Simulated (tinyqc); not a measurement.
Charge pumping in an n-channel transistor: one step of the calculation.

The gate is pulsed from accumulation to inversion and back. Energies E are counted from the intrinsic level; Dit(E) = D0 [1 + b (2 E/Eg)^2]. During each edge the traps near the bands emit their carriers, and those between Eh and Ee recombine once a cycle.

Task. Emission levels. ni = sqrt(Nc Nv) exp(-Eg/(2 Vt)), Eg in volts; emission times te = (dV/Va) tf and th = (dV/Va) tr; Ee = -Vt ln(vth sn ni te), Eh = +Vt ln(vth sp ni th).

Values chosen for this exercise; band and dielectric values close to those of silicon: temperature T = 200 K; band gap Eg = 1.12 eV; conduction-band density of states at 200 K Nc = 1.51e19 cm^-3; valence-band density of states at 200 K Nv = 1.45e19 cm^-3; cross-section for electrons sn = 5.9e-16 cm^2; cross-section for holes sp = 3.4e-15 cm^2; thermal velocity at 200 K, one nominal value for electrons and holes vth = 1.5e7 cm/s; Vth - Vfb dV = 0.56 V; pulse height Va = 2.6 V; rise time tr = 250 ns; fall time tf = 850 ns.

Constants: q = 1.602176634e-19 C, kB = 1.380649e-23 J/K, Vt = kB T/q. Results are converted to the units shown.

Find: ni; te; th; Ee; Eh.

Result.

ni = 1.145e5 cm^-3
te = 183.1 ns
th = 53.85 ns
Ee = 0.3862 eV
Eh = -0.3771 eV

The window covers 68.2 % of the gap.

Range of the model: The Fermi levels of inversion and accumulation are taken to lie beyond Ee and Eh, the flat tops to fill all traps, and no geometric current is added.

Numbers from tinyqc (`OMP_NUM_THREADS=1 python tinyqc.py 2030122 2030123 out.jsonl`; about 0.01 s on one thread of a shared Intel Xeon 2.30GHz).
